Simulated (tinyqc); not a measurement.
Grain growth, pinning, strength and diffusional creep of a polycrystal or thin film. From Orowan term back to particle radius r. Computed by tinyqc, a small Python program. Command: `OMP_NUM_THREADS=1 python tinyqc.py 3001481 3001482 out.jsonl grain inv`. One thread of a shared host (Intel(R) Xeon(R) Processor @ 2.30GHz), about 0.02 s of CPU time with the checks.

One mean grain size d describes the structure.

Inputs (values chosen for the exercise, modelled on polycrystalline silicon):
```
quantity                                    value       unit
shear modulus G                              66.3        GPa
Burgers vector b                             3.84   angstrom
boundary energy gamma                        0.64      J/m^2
mobility prefactor M0                     0.00064  m^4/(J s)
activation energy of boundary motion Q_m     3.09         eV
anneal temperature T                         1168          K
anneal time t                               19000          s
initial grain size d0                         170         nm
particle volume fraction f                0.00072          -
friction stress sigma_0                       240        MPa
Hall-Petch slope k_y                          0.3  MPa m^0.5
```

Sample: bulk.

Constants: k_B = 8.617333262e-05 eV/K.

Method:
- M = M0 exp(-Q_m/(k_B T)). The driving pressure is 2 gamma/d. Zener pinning pressure 3 f gamma/(2 r) stops growth at d_Z = 4 r/(3 f). The limit is d_lim = d_Z.
- dd/dt = 2 M gamma (1/d - 1/d_lim) integrates to 2 M gamma t = d_lim (d0 - d) + d_lim^2 ln[(d_lim - d0)/(d_lim - d)]; without pinning d^2 = d0^2 + 4 M gamma t.
- Hall-Petch term k_y/sqrt(d). Orowan term 3.06 x 0.4 G b ln(2 rbar/b)/(pi lambda sqrt(1 - nu)) with nu = 1/3, rbar = sqrt(2/3) r, lambda = rbar (sqrt(pi/f) - 2). The terms are added to sigma_0.

Problem. A run gave the result below. Find the particle radius r, known to lie between 0.98 and 2.4 nm.

Orowan term = 297.7647 MPa

Solution.

Each step takes the trial c = (a f_b - b f_a)/(f_b - f_a), f being the result less the target and a, b, c the logarithms of the listed values; c replaces end b, the old b replaces a if the sign of f changed, and otherwise f_a is halved.

Scan of the range:
```
particle radius r (nm)  Orowan term (MPa)
0.98                              338.305
1.14                              321.637
1.32                              303.575
1.53                              284.322
1.78                              264.139
2.07                              244.071
2.40                              224.827
```

False position (Illinois rule, in the logarithm of the input) inside the bracket:
```
step    end a    end b    trial  Orowan term (MPa)
1     1.32000  1.53000  1.38014            297.845
2     1.53000  1.38014  1.38099            297.766
3     1.53000  1.38099  1.38101            297.764
4     1.38099  1.38101  1.38100            297.765
```

Orowan term falls at every point of a 13-point scan of the range (every second point is shown), so one value fits; it is bracketed by 1.32 and 1.53. Answer: particle radius r = 1.381 nm.

Caution: silicon is brittle except at high temperature, so these strengthening laws for metals do not give its real strength.
